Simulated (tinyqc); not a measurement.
# Electron mobility in a silicon inversion layer, empirical terms and Matthiessen rule: effect of the temperature

Inversion layer of sheet density Ns on a uniformly doped body, under a high-permittivity gate with an interlayer. The mobility terms are empirical power laws with prefactors chosen for the exercise; adding their inverses (Matthiessen) is itself an approximation.

Nc and Nv are given at 325 K and scale as (T/325 K)^1.5; Eg is fixed. ni = sqrt(Nc Nv) exp(-Eg/(2 Vt)), Eg in volts; Ndep = sqrt(2 eps0 eps_r Nb (2 Vt ln(Nb/ni) + Vsb)/q); E = q (Ndep + eta Ns)/(eps0 eps_r), in MV/cm. With t = T/(300 K): muC = Ac (Ns/1e12 cm^-2) t/(Nb/1e17 cm^-3 + Nit/1e11 cm^-2), muP = Ap E^(-1/3) t^(-1.75), muS = As E^(-gs), muR = Ar exp(2 ti/lr)/t; 1/mu is the sum of the inverses.

Parameters, values chosen for the exercise; material values close to those of silicon:
```
symbol    value        unit                                                         meaning
Eg         1.11          eV                                                        band gap
eps_r      11.5                                  relative permittivity of the semiconductor
Nc       3.1e19       cm^-3  conduction-band density of states at the reference temperature
Nv      2.94e19       cm^-3     valence-band density of states at the reference temperature
Nb       2.9e17       cm^-3                                                     body doping
Vsb           0           V                                               reverse body bias
eta         0.5                       weight of the inversion charge in the effective field
Ap          384  cm^2/(V s)                    phonon-limited mobility at 1 MV/cm and 300 K
As          785  cm^2/(V s)                           roughness-limited mobility at 1 MV/cm
gs            2                                              exponent of the roughness term
Ac         3500  cm^2/(V s)                                               Coulomb prefactor
Nit      4.2e10       cm^-2                                         charge at the interface
Ar          320  cm^2/(V s)                       remote-phonon mobility without interlayer
ti          1.2          nm                                            interlayer thickness
lr          0.8          nm                                  decay length of remote phonons
Ns       2.2e12       cm^-2                                               inversion density
```

Constants: q = 1.602176634e-19 C, kB = 1.380649e-23 J/K, Vt = kB T/q, eps0 = 8.8541878128e-14 F/cm where lengths are in cm. Results are converted to the units shown.

Results:
```
T (K)  E (MV/cm)  muC (cm^2/(V s))  muP (cm^2/(V s))  muS (cm^2/(V s))  muR (cm^2/(V s))  mu (cm^2/(V s))
120      0.48188            927.71            2434.5            3380.6             16068           541.50
160      0.47687            1236.9            1476.7            3452.0             12051           538.12
200      0.47138            1546.2            1003.2            3532.9            9641.1           492.52
250      0.46391            1932.7            682.47            3647.5            7712.8           419.03
350      0.44716            2705.8            383.43            3926.0            5509.2           292.93
400      0.43788            3092.4            305.66            4094.2            4820.5           247.12
450      0.42797            3478.9            250.63            4285.9            4284.9           210.79
```

Estimate the missing row, T = 300 K.

Computed row:
```
T (K)  E (MV/cm)  muC (cm^2/(V s))  muP (cm^2/(V s))  muS (cm^2/(V s))  muR (cm^2/(V s))  mu (cm^2/(V s))
300      0.45583            2319.3            498.96            3777.9            6427.4           350.19
```

With this row back in the table: As T goes from 120 to 450 K, E falls from 0.482 to 0.428 MV/cm and mu falls from 542 to 211 cm^2/(V s). The smallest term is the Coulomb one in the first row and the phonon one in the last. For T = 120 to 160 K dopant freeze-out and degenerate screening, left out here, matter.

Computed by the program tinyqc: `OMP_NUM_THREADS=1 python tinyqc.py 2510066 2510067 out.jsonl`, one thread of a shared Intel Xeon 2.30GHz, about 0.01 s for the whole run.
